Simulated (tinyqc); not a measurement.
# CMOS latch-up, two-transistor model: two studies

A parasitic pnp (emitter at Vdd, base shunted by Rw) and npn (emitter at ground, base shunted by Rs) feed each other: the npn collector current flows out of the pnp base node, the pnp collector current into the npn base node. Forward-active transistors with constant gains: Icn = Isn exp(Vn/Vt), Icp = Isp (exp(Vp/Vt) - 1). A current Ii is injected into the npn base node.

Values chosen for this exercise; values close to those of bulk CMOS: temperature T = 350 K; current gain of the npn bn = 12; current gain of the pnp bp = 4.5; saturation current of the npn at T Isn = 6.7e-13 A; saturation current of the pnp at T Isp = 3.1e-12 A; substrate resistance shunting the npn Rs = 79 ohm; well resistance shunting the pnp Rw = 870 ohm; resistance from the pnp collector to the npn base R2 = 530 ohm; base-emitter voltage in the on state Von = 0.66 V; saturation voltage Vsat = 0.08 V; supply voltage Vdd = 3.3 V.

Constants: q = 1.602176634e-19 C, kB = 1.380649e-23 J/K, Vt = kB T/q. Results are converted to the units shown.

Each table varies one quantity; the others keep the values above.

## Effect of the resistance from the pnp collector to the npn base

Node equations: Vp/Rw + Icp/bp = Icn and Vn/Rs + Icn/bn = Icp + Ii. Loop gain G = gn gp/[(1/Rw + gp/bp)(1/Rs + gn/bn)], gn = Icn/Vt, gp = (Icp + Isp)/Vt; the off state ends where G = 1, and Ii there is the trigger current. On state with both base-emitter voltages at Von: npn base current Ib = (Von/Rs + bp Von/Rw)/(bn bp - 1), holding current Ih = (bn + 1) Ib + Von/Rs, holding voltage Vh = Vsat + Von + R2 (Ib + Von/Rs).

The same in every row: Vn at trigger (V) = 0.6200; trigger current (mA) = 7.863; Ih (mA) = 11.24.

Effect of the resistance from the pnp collector to the npn base:
```
R2 (ohm),Vh (V)
5,0.7829
14,0.8601
37,1.057
100,1.598
270,3.056
740,7.087
2000,17.89
```

What does the table show?

As R2 goes from 5 to 2000 ohm, the trigger current stays at 7.86 mA, Ih stays at 11.2 mA and Vh rises from 0.783 to 17.9 V. Vh exceeds the supply Vdd = 3.3 V, which then cannot sustain a latched state, in 2 of the 7 rows.

## Effect of the current gain of the pnp

Same model as above.

Results:
```
bp,Vn at trigger (V),trigger current (mA),Ih (mA),Vh (V)
0.099,0.7337,8.972,591.2,28.93
0.2,0.6735,8.267,87.34,8.388
0.39,0.6456,8.013,38.91,6.414
0.77,0.6276,7.905,22.46,5.743
1.5,0.6219,7.876,15.61,5.464
3,0.6204,7.866,12.30,5.329
12,0.6195,7.860,9.942,5.233
```

Estimate the missing row, bp = 6.

Computed row:
```
bp,Vn at trigger (V),trigger current (mA),Ih (mA),Vh (V)
6,0.6198,7.862,10.72,5.264
```

With this row back in the table: As bp goes from 0.099 to 12, the trigger current falls from 8.97 to 7.86 mA, Ih falls from 591 to 9.94 mA and Vh falls from 28.9 to 5.23 V. Vh exceeds the supply Vdd = 3.3 V, which then cannot sustain a latched state, in 8 of the 8 rows. For bp = 0.05 the product of the gains is about one or less, so there is no latched state. For bp = 0.099, 0.2 the holding current passes 50 mA, where high injection lowers the gains. For bp = 0.099, 0.2 Vn at the trigger exceeds the fixed Von of the on-state formulas, so Ih and Vh are too low there.

tinyqc, about 0.07 s, one thread, Intel Xeon 2.30GHz (shared host): `OMP_NUM_THREADS=1 python tinyqc.py 2670122 2670123 out.jsonl`
